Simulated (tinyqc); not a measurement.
From current density J back to junction voltage V: current of a Schottky diode by thermionic-emission-diffusion theory, and its read-back from I-V-T and C-V data. Computed by tinyqc, a small Python program. Command: `OMP_NUM_THREADS=1 python tinyqc.py 3019627 3019628 out.jsonl schottky inv`. One thread of a shared host (Intel(R) Xeon(R) Processor @ 2.30GHz), about 0.01 s of CPU time with the checks.

Full ionisation, no tunnelling, no recombination current. V is the voltage across the junction itself, forward positive.

Inputs (values chosen for the exercise, modelled on n-type 4H-SiC):
```
quantity                                     value           unit
Richardson constant A*                         151   A/(cm^2 K^2)
effective density of states at 300 K, N_c  1.8e+19         1/cm^3
permittivity eps                               9.7              -
mobility mu                                    720     cm^2/(V s)
barrier without image force phi_0 (mean)       1.2             eV
doping N                                   8.4e+15         1/cm^3
series resistance R_s                         0.18  milliohm cm^2
temperature T                                  350              K
standard deviation sigma                       110            meV
relative change of sigma^2 with bias, rho     0.71            1/V
```

Barrier: Gaussian spread of heights.

Constants: k_B = 8.617333262e-05 eV/K; e = 1.602176634e-19 C; eps_0 = 8.8541878128e-12 F/m.

Method:
- N_c(T) = N_c (T/300 K)^(3/2); V_bi = phi_0 - (k_B T/e) ln(N_c(T)/N); surface field F = sqrt(2 e N (V_bi - V - k_B T/e)/(eps eps_0)); image lowering d_phi = sqrt(e F/(4 pi eps eps_0)); effective barrier phi = phi_0 - d_phi - sigma^2 (1 - rho V)/(2 k_B T).
- Collection velocity v_R = A* T^2/(e N_c(T)); diffusion velocity v_D = mu F; J = e N_c(T) v_R/(1 + v_R/v_D) exp(-phi/k_B T) [exp(e V/k_B T) - 1].
- Terminal voltage V + J R_s.

Task: A run gave the result below. Find the junction voltage V, known to lie between 0.23 and 0.57 V.

current density J = 0.04877311 A/cm^2

Result:

Each step takes the trial c = (a f_b - b f_a)/(f_b - f_a), f being the result less the target and a, b, c the logarithms of the listed values; c replaces end b, the old b replaces a if the sign of f changed, and otherwise f_a is halved.

Scan of the range:
```
junction voltage V (V)  current density J (A/cm^2)
0.230                                  1.08432e-04
0.268                                  3.14557e-04
0.311                                  1.04841e-03
0.362                                  4.36401e-03
0.421                                  2.26592e-02
0.490                                  1.54848e-01
0.570                                  1.42584e+00
```

False position (Illinois rule, in the logarithm of the input) inside the bracket:
```
step     end a     end b     trial  current density J (A/cm^2)
1     0.421000  0.490000  0.433814                   0.0323908
2     0.490000  0.433814  0.440940                   0.0395082
3     0.490000  0.440940  0.447912                   0.0479807
4     0.490000  0.447912  0.449081                   0.0495688
5     0.447912  0.449081  0.448495                   0.0487661
6     0.449081  0.448495  0.448500                   0.0487730
7     0.449081  0.448500  0.448500                   0.0487732
8     0.448500  0.448500  0.448500                   0.0487731
```

Current density J rises at every point of a 13-point scan of the range (every second point is shown), so one value fits; it is bracketed by 0.421 and 0.490. Answer: junction voltage V = 0.4485 V.
